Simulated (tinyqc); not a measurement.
Worked calculation: linear model of a band gap against the share of exact exchange. Values are carried at full precision from step to step, so a last printed digit may differ when a step is redone from the rounded ones.

E(alpha) = E0 + S alpha. A wider gap screens less, modelled in the Penn form eps(alpha) = 1 + (e0 - 1)(EP/(EP + S alpha))^2 with a scale EP chosen for the exercise. A dielectric-dependent hybrid takes alpha = 1/eps.

Parameters, chosen for this exercise (of the order of those of GaAs; not measured data):
```
symbol   value  unit  meaning
E0       0.54   eV    gap of the semi-local functional
S        5.37   eV    slope dE/d(alpha)
e0       12.1         optical dielectric constant at alpha = 0
EP       9.9    eV    energy scale of the screening
Et       1.53   eV    target gap
a_start  0.25         starting alpha
fv       0.79         share of the opening taken by the valence edge
Ed       0.16   eV    defect level above the semi-local valence top
cd       0            shift of the level per unit opening, on the scale of the mean potential
```

## Fixed shares

Gap, error against the target and eps for alpha = 0, 0.25 and 1/e0; and the alpha that meets the target, (Et - E0)/S.

Results:
```
alpha   E (eV)  E - Et (eV)     eps
0.0000   0.540       -0.990  12.100
0.2500   1.883        0.352   9.607
0.0826   0.984       -0.546  11.168
```

alpha for the target = 0.1844

A quarter of exact exchange overshoots the target by 0.35 eV: the material needs 0.184, and 1/e0 = 0.083 lies further from it than 0.25 does.

## Self-consistent share

Iterate alpha -> 1/eps(alpha) seven times from a_start. The fixed point solves alpha eps(alpha) = 1; the contraction factor there is 2 (eps - 1) S/((EP + S alpha) eps^2).

Iterates:
```
step    alpha      eps  E (eV)
0     0.25000   9.6073  1.8825
1     0.10409  10.9453  1.0989
2     0.09136  11.0765  1.0306
3     0.09028  11.0878  1.0248
4     0.09019  11.0888  1.0243
5     0.09018  11.0888  1.0243
6     0.09018  11.0888  1.0243
7     0.09018  11.0888  1.0243
```

fixed point = 0.09018
contraction factor = 0.0849

The factor is positive, so the iterates approach from one side, the error shrinking to 0.08 of itself each step; the gap is within 0.01 eV of its limit from step 2. Self-consistency moves the gap by +0.040 eV against the one-shot choice 1/e0, since a wider gap screens less.

## Band edges and a deep level

The opening c = S alpha lowers the valence top by fv c and raises the conduction edge by (1 - fv) c, both against the mean potential; the level moves by cd c. Use the fixed point. Compare with stretching the level in proportion to the gap and with pinning it to either edge.

opening c = 0.484 eV

shifts of the valence and conduction edges (eV): -0.383  0.102

level above the valence top = 0.543 eV
level below the conduction edge = 0.482 eV

level above the valence top: stretched, tied to the valence edge, tied to the conduction edge (eV): 0.303  0.160  0.644

The three recipes err by -0.24, -0.38 and +0.10 eV against alignment through the mean potential. A localised level with cd = 0 stays put while the edges move away from it.

## Checks

- Fixed point by bisection against 60 substitutions: both 0.09018.

Program tinyqc; command `OMP_NUM_THREADS=1 python tinyqc.py 1880409 1880410 out.jsonl`; about 0.01 s on one thread of a shared Intel(R) Xeon(R) Processor @ 2.30GHz.
